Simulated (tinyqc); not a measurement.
# Worked calculation: Schottky barrier on an n-type semiconductor with a doping step, non-linear Poisson equation by Newton steps

Program tinyqc, `OMP_NUM_THREADS=1 python tinyqc.py 2020149 2020150 out.jsonl`; Intel Xeon 2.30GHz, shared host, one thread, about 0.2 s. Printed values are rounded; ~0 in a residual or rate marks an entry under 1e-11 of the largest of its column.

One dimension, metal at x = 0, donor density C(x) = N1 for x < x1 and Nd beyond. Energies are counted from the electron Fermi level of the semiconductor and the conduction-band edge is Ec = -psi, so n = Nc exp(psi/Vt); holes follow the Fermi level of the metal, at -V, so p = Nv exp((V - psi - Eg)/Vt). Ends: psi(0) = V - phiB and psi = Vt ln(Nd/Nc) deep inside. Boltzmann statistics, full ionisation, no current, no image force in the Poisson equation.

Parameters, values chosen for the exercise; band and dielectric values close to those of 4H silicon carbide: temperature T = 293 K; band gap Eg = 3.22 eV; relative permittivity eps_r = 9.73; conduction-band density of states at T Nc = 1.65e19 cm^-3; valence-band density of states at T Nv = 2.42e19 cm^-3; donor density deep in the semiconductor Nd = 1.1e17 cm^-3; barrier height phiB = 1.62 eV; bias of the metal against the semiconductor V = 0.32 V; depth of the doping step x1 = 95 nm; donor density above the step N1 = 3.3e17 cm^-3.

Constants: q = 1.602176634e-19 C, kB = 1.380649e-23 J/K, Vt = kB T/q, eps0 = 8.8541878128e-14 F/cm where lengths are in cm. Results are converted to the units shown.

## End potentials, built-in voltage, Debye length

psi_0 = V - phiB, psi_b = Vt ln(Nd/Nc), Vbi = phiB - Vt ln(Nc/Nd), LD = sqrt(eps0 eps_r Vt/(q Nd)), W = sqrt(2 eps0 eps_r (Vbi - V)/(q Nd)), hole density at the metal p_0 = Nv exp((phiB - Eg)/Vt).

psi_0 = -1.3 V
psi_b = -0.1265125 V
Vbi = 1.493488 V
LD = 11.10963 nm
W for uniform Nd = 107.1109 nm
p_0 = 7.291927e-9 cm^-3

The hole density at the metal is 6.6e-26 times Nd, so holes hardly matter.

## Doping on the mesh

x, node 0 to 13 (nm): 0  10  21.5  34.7  50  67.5  87.6  111  137  168  203  244  290  344

C = N1 for x < x1 and Nd beyond, taken at the nodes.

donor density C, node 0 to 13 (cm^-3): 3.3e17  3.3e17  3.3e17  3.3e17  3.3e17  3.3e17  3.3e17  1.1e17  1.1e17  1.1e17  1.1e17  1.1e17  1.1e17  1.1e17

## Couplings between neighbouring nodes

a_i = eps0 eps_r/h_i for the interval from node i to i + 1, with h_i = x_(i+1) - x_i in cm.

coupling a_i, interval 0 to 12 (F/cm^2): 8.615125e-7  7.491413e-7  6.526610e-7  5.630800e-7  4.922928e-7  4.286132e-7  3.681677e-7  3.313510e-7  2.779072e-7  2.461464e-7  2.101250e-7  1.872853e-7  1.595393e-7

## Starting potential

The parabola psi_b - (psi_b - psi_0)(1 - x/W)^2 for x < W and psi_b beyond, with psi_0 = V - phiB, psi_b = Vt ln(Nd/Nc), W = sqrt(2 eps0 eps_r (psi_b - psi_0)/(q Nd)).

psi at the start, node 0 to 13 (V): -1.300000  -1.091112  -0.876181  -0.662826  -0.460130  -0.286999  -0.165450  -0.126512  -0.126512  -0.126512  -0.126512  -0.126512  -0.126512  -0.126512

## Iteration 1: densities, residual and Jacobian diagonal

n_i = Nc exp(psi_i/Vt), p_i = Nv exp((V - psi_i - Eg)/Vt), rho_i = p_i - n_i + C_i, g_i = (n_i + p_i)/Vt. Box widths w_i = (h_(i-1) + h_i)/2 in cm. Residual F_i = a_i (psi_(i+1) - psi_i) - a_(i-1) (psi_i - psi_(i-1)) + q rho_i w_i; Jacobian: a_(i-1) and a_i beside the diagonal, b_i = -a_(i-1) - a_i - q g_i w_i on it. The two end nodes are fixed.

```
node	n (cm^-3)	p (cm^-3)
0	7.189412e-4	7.291927e-9
1	2.816394	1.861411e-12
2	14016.55	3.740198e-16
3	6.553474e7	7.999524e-20
4	2.008948e11	2.609558e-23
5	1.909493e14	2.745475e-26
6	2.353153e16	2.227848e-28
7	1.1e17	4.765879e-29
8	1.1e17	4.765879e-29
9	1.1e17	4.765879e-29
10	1.1e17	4.765879e-29
11	1.1e17	4.765879e-29
12	1.1e17	4.765879e-29
13	1.1e17	4.765879e-29
```

```
node	residual F (C/cm^2)	diagonal b (F/cm^2)
1	3.789148e-8	-1.610654e-6
2	4.353114e-8	-1.401802e-6
3	5.022824e-8	-1.215741e-6
4	5.780648e-8	-1.055375e-6
5	6.620851e-8	-9.231840e-7
6	6.903363e-8	-1.121553e-6
7	-1.433540e-8	-2.423607e-6
8	~0	-2.598591e-6
9	~0	-2.827492e-6
10	~0	-3.108715e-6
11	~0	-3.433760e-6
12	~0	-3.836882e-6
```

## Iteration 1: Newton step

Solve the tridiagonal system a_(i-1) d_(i-1) + b_i d_i + a_i d_(i+1) = -F_i for nodes 1 to 12, with d = 0 on fixed nodes. Half of the step is added while the largest |d| exceeds 1.5 Vt, the full step after that.

Newton step d, before damping, node 1 to 12 (V): 0.1871895  0.3518775  0.4742128  0.5268078  0.4695448  0.2517982  0.0329155  0.0042420  0.0004198  0.0000334  0.0000020  0.0000001
psi after iteration 1, node 0 to 13 (V): -1.300000  -0.997517  -0.700242  -0.425720  -0.196726  -0.052227  -0.039550  -0.110055  -0.124391  -0.126303  -0.126496  -0.126511  -0.126512  -0.126512

## Iteration 2: densities, residual and Jacobian diagonal

As before.

```
node	n (cm^-3)	p (cm^-3)
0	7.189412e-4	7.291927e-9
1	114.7043	4.570417e-14
2	1.489000e7	3.520798e-19
3	7.849565e11	6.678672e-24
4	6.818300e15	7.688818e-28
5	2.085194e18	2.514139e-30
6	3.445017e18	1.521754e-30
7	2.110939e17	2.483476e-29
8	1.196397e17	4.381880e-29
9	1.109184e17	4.726419e-29
10	1.100727e17	4.762730e-29
11	1.100045e17	4.765686e-29
12	1.100002e17	4.765870e-29
13	1.1e17	4.765879e-29
```

```
node	residual F (C/cm^2)	diagonal b (F/cm^2)
1	1.894574e-8	-1.610654e-6
2	2.176557e-8	-1.401802e-6
3	2.511394e-8	-1.215748e-6
4	2.711229e-8	-1.126329e-6
5	-5.943831e-7	-2.579654e-5
6	-1.116891e-6	-4.834349e-5
7	-1.879978e-8	-4.008106e-6
8	-1.822916e-10	-2.772923e-6
9	-2.015691e-12	-2.846722e-6
10	-1.463592e-14	-3.110469e-6
11	-6.306183e-17	-3.433883e-6
12	~0	-3.836889e-6
```

## Iteration 2: Newton step

As before.

Newton step d, before damping, node 1 to 12 (V): 0.05362583  0.09000560  0.09841428  0.06356093  -0.02221623  -0.02335283  -0.00690997  -0.00090039  -0.00008922  -0.00000709  -0.00000044  -0.00000002
psi after iteration 2, node 0 to 13 (V): -1.300000  -0.970704  -0.655239  -0.376513  -0.164946  -0.063335  -0.051227  -0.113510  -0.124842  -0.126347  -0.126499  -0.126512  -0.126512  -0.126512

## Course of the Newton iteration

Stop when the largest undamped |d| is below 1e-9 V, or after 80 iterations.

Course of the iteration:
```
iteration	largest |F| (C/cm^2)	largest |d| (V)	at node
1	6.90e-8	0.527	4
2	1.12e-6	0.0984	3
3	6.69e-7	0.0396	3
4	3.98e-7	0.0202	6
5	1.22e-7	0.0134	6
6	2.61e-8	4.70e-3	6
7	2.09e-9	4.39e-4	6
8	1.61e-11	3.38e-6	6
9	9.42e-16	1.96e-10	6
```

Converged in 9 iterations. Once the step is below 0.1 Vt, 2 more iteration(s) reach the threshold: near the solution the error is roughly squared each time.

## Converged densities, field and barrier lowering

converged psi, node 0 to 13 (V): -1.300000  -0.949049  -0.621326  -0.345203  -0.158949  -0.105799  -0.101075  -0.122789  -0.126036  -0.126465  -0.126509  -0.126512  -0.126512  -0.126512

n and p as above; E_i = -(psi_(i+1) - psi_i)/h_i; at the metal |E_0| = |E on interval 0| + q rho_0 (h_0/2)/(eps0 eps_r), rho_0 = p_0 - n_0 + C_0; image-force lowering dphi = sqrt(q |E_0|/(4 pi eps0 eps_r)).

```
node	n (cm^-3)	p (cm^-3)
0	7.189412e-4	7.291927e-9
1	782.0910	6.703142e-15
2	3.390773e8	1.546098e-20
3	1.904471e13	2.752716e-25
4	3.044186e16	1.722125e-28
5	2.498532e17	2.098219e-29
6	3.012502e17	1.740237e-29
7	1.274814e17	4.112339e-29
8	1.120953e17	4.676794e-29
9	1.102055e17	4.756994e-29
10	1.100163e17	4.765172e-29
11	1.100010e17	4.765836e-29
12	1.100000e17	4.765877e-29
13	1.1e17	4.765879e-29
```

field E, interval 0 to 12 (kV/cm): -350.9506  -284.9769  -209.1837  -121.7352  -30.3715  -2.3499  9.2792  1.2490  0.1385  0.0124  0.0009  0.0000  0.0000
|E_0| at the metal = 381.6361 kV/cm
image-force lowering = 75.15263 mV

A mesh of about 1000 nodes or more gives |E_0| = 379.9 kV/cm; the 14-node value is 0.45 % above it.
